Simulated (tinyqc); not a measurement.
Dopants and charged point defects at anneal temperature: Fermi-level effect, clustering and pairing: one step, computed by the program tinyqc. Command: `OMP_NUM_THREADS=1 python tinyqc.py 3030215 3030216 out.jsonl pairing walk`. One thread of a shared host (Intel(R) Xeon(R) Processor @ 2.30GHz), about 0.03 s of CPU time with the checks.

Boltzmann statistics and full ionisation of active dopants. Energies are counted from the valence band; the defect (a vacancy or self-interstitial) has five charge states, with all degeneracy factors one.

Task: Dopant diffusivity. If every charge state of the defect carries the dopant equally well, D = D_i x enhancement x h x (active share A/N, a rough stand-in that overstates the dA/dN which immobile clusters call for), D_i being an input held fixed when T or H_f is moved; diffusion length 2 sqrt(D t).

Inputs (values chosen for the exercise, with bands modelled on silicon): anneal temperature T = 890 K; total dopant density N = 8.5e+18 cm^-3; intrinsic dopant diffusivity D_i = 1.5e-15 cm^2/s; anneal time t = 1000 s.

Dopant: acceptor. Second part: clustering of the dopant.

enhancement over intrinsic = 1.960028

field enhancement h = 1.992155

active density A = 5.043514e+18 cm^-3

Give: effective diffusivity D; D/D_i; diffusion length.

Result:

effective diffusivity D = 3.475e-15 cm^2/s

D/D_i = 2.317

diffusion length = 37.28 nm
